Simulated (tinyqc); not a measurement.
# One gate, two gates and a surrounding gate

Below threshold the potential that source and drain add obeys Laplace's equation, vanishes on the gates and decays along the channel as exp(-k y). The same ts (depleted depth over a conducting body, body thickness or wire diameter), ti and permittivities in three geometries; k is the smallest positive root of: one gate, f(k) = eps_r sin(k ti) cos(k ts) + ei cos(k ti) sin(k ts); two gates, f(k) = ei cos(k ti) cos(k ts/2) - eps_r sin(k ti) sin(k ts/2); wire, f(k) = ei J0(u)[J1(u) Y0(v) - Y1(u) J0(v)] - eps_r J1(u)[J0(u) Y0(v) - Y0(u) J0(v)], u = k ts/2, v = u + k ti. Parabolic estimates of l: sqrt((eps_r/ei) ts ti); sqrt((eps_r/(2 ei)) ts ti (1 + ei ts/(4 eps_r ti))); sqrt([2 eps_r ts^2 ln(1 + 2 ti/ts) + ei ts^2]/(16 ei)), in the same order.

Values chosen for this exercise; permittivities: semiconductor close to that of silicon, insulator close to that of silicon dioxide:
- eps_r = 11.9 (relative permittivity of the semiconductor)
- ei = 3.75 (relative permittivity of the insulator)
- ti = 1.5 nm (insulator thickness)
- ts = 3.8 nm (wire diameter)

Scale lengths (nm):
```
                                 Lambda = pi/k  l = 1/k  l(parabolic)
one gate over a conducting body         6.2913   2.0026        4.2530
two gates                               10.396   3.3090        3.2938
wire                                    6.5288   2.0782        2.0581
```

The wire has the middle scale length, 0.628 times that of the double gate; the single gate over a conducting body has 0.605 times it, its layer ending directly on a conductor where the double gate has a second insulator. The parabolic estimates are 2.12 times, 0.46 % below and 0.97 % below the exact l, in the order of the rows.

tinyqc, about 0.01 s, one thread, Intel Xeon 2.30GHz (shared host): `OMP_NUM_THREADS=1 python tinyqc.py 2420027 2420028 out.jsonl`
